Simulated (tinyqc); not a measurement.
# Tunnelling through a gate dielectric, WKB transmission and Tsu-Esaki current: two studies

Electrons leave the emitter at x = 0. Energies E (motion across the layers) are in eV from the emitter Fermi level; the collector Fermi level lies at -V and offers states at every E. No charge in the dielectric and no image force: F1 = V/t1, U = phi1 - F1 x. With C = hbar^2/(2 m0), kappa = sqrt(m (U - E)/C) where U > E and 0 elsewhere; T(E) = exp(-S), S = 2 times the integral of kappa over x.

Inputs (values chosen for the exercise); dielectric values close to those of aluminium oxide:
```
symbol,value,unit,meaning
T,350,K,temperature
Ef,4.8,eV,Fermi energy of the emitter above its band bottom
me,1,m0,emitter mass in the supply function
phi1,2.63,eV,barrier of layer 1 above the emitter Fermi level at zero bias
m1,0.4,m0,tunnelling mass of layer 1
t1,2.4,nm,thickness of layer 1
V,1.3,V,voltage across the dielectric
```

Constants: q = 1.602176634e-19 C, kB = 1.380649e-23 J/K, hbar = 1.054571817e-34 J s, m0 = 9.1093837015e-31 kg, Vt = kB T/q, hbar^2/(2 m0) = 0.0380998212 eV nm^2. Results are converted to the units shown.

Each table varies one quantity; the others keep the values above.

## Effect of the tunnelling mass m1

Each layer adds (2/F) sqrt(m/C) [G(u at its left edge) - G(u at its right edge)] to S, with u = U - E (0 where negative) and G(u) = (2/3) u^1.5. J = J0 times the integral of T(E) N(E) dE, N = ln[(1 + exp(-E/Vt))/(1 + exp((-E - V)/Vt))], J0 = q^2 me m0 kB T/(2 pi^2 hbar^3) (times 1e-4 for A/cm^2 per eV), from E = -Ef to far above the barrier (T = 1 there), by quadrature converged to the digits shown.

Results:
```
m1 (m0)  S at E = 0   T(E = 0)  J (A/cm^2)  mean E of the current (eV)
0.12          11.93   6.578e-6     1.391e4                     -0.7451
0.15          13.34   1.609e-6        2709                     -0.6661
0.2           15.40   2.042e-7       255.9                     -0.5732
0.31          19.18   4.690e-9       3.743                     -0.4502
0.4           21.78  3.460e-10      0.2129                     -0.3886
0.5           24.36  2.645e-11     0.01300                     -0.3402
0.63          27.34  1.339e-12    5.235e-4                     -0.2951
```

Estimate the missing row, m1 = 0.25 m0.

Computed row:
```
m1 (m0)  S at E = 0  T(E = 0)  J (A/cm^2)  mean E of the current (eV)
0.25          17.22  3.315e-8       33.00                     -0.5078
```

With this row back in the table: J falls from 13900 to 5.23e-4 A/cm^2. S goes as m1^(0.50): kappa is proportional to the square root of the mass.

## Effect of the thickness t1 at fixed voltage

Same model as above.

Result of one run:
```
t1 (nm)  S at E = 0   T(E = 0)  J (A/cm^2)  mean E of the current (eV)
3.19          28.96  2.660e-13    9.301e-5                     -0.2745
```

What becomes of these results when the thickness of layer 1 t1 is changed from 3.19 to 2.83 nm, all else the same?

Result of the changed run:
```
t1 (nm)  S at E = 0   T(E = 0)  J (A/cm^2)  mean E of the current (eV)
2.83          25.69  6.983e-12    0.003087                     -0.3188
```

The whole series:
```
t1 (nm)  S at E = 0   T(E = 0)  J (A/cm^2)  mean E of the current (eV)
1.4           12.71   3.028e-6        5632                     -0.6997
1.76          15.98   1.154e-7       134.0                     -0.5512
2.11          19.15   4.812e-9       3.850                     -0.4509
2.47          22.42  1.833e-10      0.1064                     -0.3756
2.83          25.69  6.983e-12    0.003087                     -0.3188
3.19          28.96  2.660e-13    9.301e-5                     -0.2745
3.54          32.13  1.110e-14    3.180e-6                     -0.2398
3.9           35.40  4.228e-16    1.012e-7                     -0.2104
```

J falls from 5630 to 1.01e-7 A/cm^2: 4.51 decades a nanometre between the first two rows and 4.16 between the last two. The exponent S alone gives dS/dt/ln 10 = 3.94 and 3.94.

Numbers from tinyqc (`OMP_NUM_THREADS=1 python tinyqc.py 2540004 2540005 out.jsonl`; about 0.02 s on one thread of a shared Intel Xeon 2.30GHz).
